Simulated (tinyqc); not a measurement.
Growing the shell: core-shell quantum dot (spherical envelope functions).

Parabolic bands; strain and other valleys are left out. s states, u = r psi, hard wall at R + H, c = hbar^2/2m0, energies from the band edges of the core. Core: u = sin(k1 r)/k1, k1 = sqrt(m1 E/c). At R, psi and psi'/m are continuous, so u is continuous and its slope in the shell is s = u/R + (m2/m1)(u' - u/R). Shell: u(R + x) = u(R) cos(k2 x) + s sin(k2 x)/k2, k2 = sqrt(m2 (E - V)/c); for negative arguments the functions turn into sinh and cosh. A level has u(R + H) = 0.

Overlap = (integral of u_e u_h)^2 with normalised u. Coulomb integrals J_ab = (q/eps) double integral of u_a(r)^2 u_b(s)^2/max(r, s), q = e^2/(4 pi eps0), one eps everywhere. Exciton E = Eg + E_e + E_h - J_eh; first-order biexciton shift J_ee + J_hh - 2 J_eh (positive: repulsive).

Constants: hbar^2/2m0 = 3.80998211 eV angstrom^2; e^2/(4 pi eps0) = 14.39964547 eV angstrom; hc = 1239.841984 eV nm.

Values chosen for the exercise (near those of a GaAs/AlGaAs core-shell dot; not measured data): R = 19 angstrom (core radius); Vc = 0.263 eV (conduction edge of the shell above that of the core); Vv = 0.121 eV (hole barrier of the shell); me1 = 0.07 m0 (electron, core); me2 = 0.091 m0 (electron, shell); mh1 = 0.388 m0 (hole, core); mh2 = 0.43 m0 (hole, shell); Eg = 1.411 eV (gap of the core); eps = 11.7 (dielectric constant); Hs = (2, 9, 11, 23, 32, 39, 68) angstrom (shell thicknesses).

All quantities anew for each H.

Results:
```
H (angstrom),E_e (eV),E_h (eV),electron in core,overlap,J_eh (meV),E (eV),biexciton shift (meV)
2,1.1482,0.2158,0.991,0.999,102.8,2.672,0.0
9,0.6206,0.1352,0.810,0.993,79.2,2.088,0.3
11,0.5560,0.1263,0.752,0.991,75.4,2.018,0.4
23,0.3843,0.1064,0.500,0.965,61.0,1.841,1.3
32,0.3399,0.1030,0.389,0.935,54.5,1.799,2.4
39,0.3208,0.1020,0.329,0.906,50.6,1.783,3.4
68,0.2880,0.1011,0.191,0.753,40.1,1.760,8.8
```

What can be read from this table?

The line moves by -912 meV: the electron gives -860, the hole -115 and the weaker attraction +63 meV. Over the last step E_e moves by -32.7 meV and E_h by -0.9 meV; the electron level lies above the shell edge Vc, so at this thickness it still spreads with the shell; whether a thicker shell brings it below Vc depends on whether the core binds a level at all. The overlap goes from 0.999 to 0.753, which scales the radiative lifetime by 1.3 if the rate is proportional to it. Up to H = 68 angstrom E_e exceeds 0.15 Eg, where a parabolic band overstates it. In the thickest shell the electron is spread so far that the attraction of the hole, taken to first order here, would pull it back and raise the overlap.

Computed by tinyqc, a small Python program: `OMP_NUM_THREADS=1 python tinyqc.py 1252163 1252164 out.jsonl` (the numbers bound the seed that draws the inputs); one thread of a shared host (Intel(R) Xeon(R) Processor @ 2.30GHz), about 0.02 s for the whole set of steps.
